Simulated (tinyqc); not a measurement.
Inside a calculation: defect, radiative and Auger recombination at equal electron and hole densities (ABC model). Values are carried at full precision from step to step, so a last printed digit may differ when a step is redone from the rounded ones.

J/(e d) = Ae n + B n^2 + C n^3 with Ae = A + 4 S/w (four side walls, carriers spread evenly), e = 1.602176634e-19 C, lengths in cm; internal efficiency IQE = B n^2/(Ae n + B n^2 + C n^3); all injected carriers recombine in the layer.

Parameters, chosen for this exercise (orders of magnitude like those quoted for Si; shifted at random, so the results belong to these values and not to a real crystal):
- A = 5600 1/s (defect rate)
- B = 6.3e-15 cm^3/s (radiative coefficient)
- C = 1.1e-30 cm^6/s (Auger coefficient)
- S = 0 cm/s (recombination velocity of the side walls)
- w = 4000 micrometre (side of the square mesa)
- d = 140000 nm (active thickness)
- J = 0.082 A/cm^2 (current density)
- ex = 0.34 (extraction efficiency)
- Eph = 1.14 eV (photon energy)

## The efficiency peak

IQE peaks at n_p = sqrt(Ae/C); with Q = B/sqrt(Ae C), IQE_max = Q/(Q + 2).

Ae = 5600 1/s
n_p = 7.135e+16 1/cm^3
Q = 0.08027
IQE_max = 0.0386
J at the peak = 1.86 A/cm^2

The side walls are taken as passivated.

## Carrier density at the given current

G = J/(e d). Newton steps from the smallest of G/Ae, sqrt(G/B) and (G/C)^(1/3); stop when the relative step is below 1e-9.

G = 3.656e+19 1/(cm^3 s)

Newton steps:
```
step  n (1/cm^3)   rate/G  relative step
1     6.5281e+15  1.01572         -0.015
2     6.4294e+15  1.00001       -7.2e-06
3     6.4294e+15  1.00000       -1.6e-12
```

n = 6.429e+15 1/cm^3

The start is an upper bound and the function is convex, so the steps fall monotonically; 3 are needed.

## Shares, lifetimes and light

Shares of the three paths; lifetime n/G = 1/(Ae + B n + C n^2); differential lifetime 1/(Ae + 2 B n + 3 C n^2) and bandwidth 1/(2 pi tau_d); optical power density ex IQE J Eph/e.

shares: defect 0.9849, radiative 0.0071, Auger 0.0080

lifetime = 1.76e+05 ns
differential lifetime = 1.72e+05 ns
bandwidth = 0.000926 MHz
optical power density = 0.000226 W/cm^2

The defect path is the largest; the device runs below its efficiency peak, where the defect and Auger shares are equal.

## Checks

- Density from Newton steps against bisection (1/cm^3): both 6.4294e+15.

(tinyqc, `OMP_NUM_THREADS=1 python tinyqc.py 1652339 1652340 out.jsonl`, Intel(R) Xeon(R) Processor @ 2.30GHz, 1 thread, shared host, about 0.01 s.)
